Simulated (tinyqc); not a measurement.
From results back to parameters: free-carrier optics of a doped semiconductor (Drude model with one polar phonon). Three cases, with inputs chosen for the exercise.

Problem. The upper coupled mode solves E^4 - (wL^2 + Ep^2) E^2 + Ep^2 wT^2 = 0 with wL = wT sqrt(es/ei); N is hidden.

eps(E) = ei [1 - Ep^2/(E^2 + i E Gam)] + (es - ei) wT^2/(wT^2 - E^2 - i E gT), with Ep^2 = 8 pi c (e^2/(4 pi eps0)) N/(m ei), c = hbar^2/2m0, N in 1/angstrom^3 (1e-24 per 1/cm^3); Gam = hbar/tau, tau = mu m m0/e with m0/e = 5.685630e-12 kg/C and mu in m^2/(V s). Energies in meV.

Constants: hbar^2/2m0 = 3.80998211 eV angstrom^2; e^2/(4 pi eps0) = 14.39964547 eV angstrom.

Case 1.

Values chosen (mass and dielectric values near those of GaAs; N and mu are free inputs; interband absorption and the rise of the mass with filling are left out; shifted at random, so the results belong to these values and not to a real crystal):
- m = 0.0687 m0 (conductivity mass)
- ei = 11.22 (high-frequency dielectric constant)
- wT = 33.8 meV (TO phonon)
- es = 13.28 (static dielectric constant)

L+ = 80.7168 meV

Case 2.

Values chosen (mass and dielectric values near those of GaN; N and mu are free inputs; interband absorption and the rise of the mass with filling are left out; shifted at random, so the results belong to these values and not to a real crystal):
- m = 0.205 m0 (conductivity mass)
- ei = 5.48 (high-frequency dielectric constant)
- wT = 70.6 meV (TO phonon)
- es = 9.63 (static dielectric constant)

L+ = 243.6246 meV

Case 3.

Values chosen (mass and dielectric values near those of SiC; N and mu are free inputs; interband absorption and the rise of the mass with filling are left out; shifted at random, so the results belong to these values and not to a real crystal):
- m = 0.431 m0 (conductivity mass)
- ei = 6.62 (high-frequency dielectric constant)
- wT = 96.9 meV (TO phonon)
- es = 9.81 (static dielectric constant)

L+ = 212.9172 meV

Find: Ep; N; L-.

Solution. Ep^2 = L+^2 (L+^2 - wL^2)/(L+^2 - wT^2); the product of the roots gives L- = Ep wT/L+.

Case 1.

Ep = 79.13 meV
N = 3.50e+18 1/cm^3
L- = 33.13 meV

Case 2.

Ep = 235.02 meV
N = 4.50e+19 1/cm^3
L- = 68.11 meV

Case 3.

Ep = 199.07 meV
N = 8.20e+19 1/cm^3
L- = 90.60 meV

Computed by tinyqc, one run a case: `OMP_NUM_THREADS=1 python tinyqc.py N N+1 out.jsonl` with N = 1682652, 1682682, 1682784; one thread of a shared Intel(R) Xeon(R) Processor @ 2.30GHz, about 0.01 s a run at most.
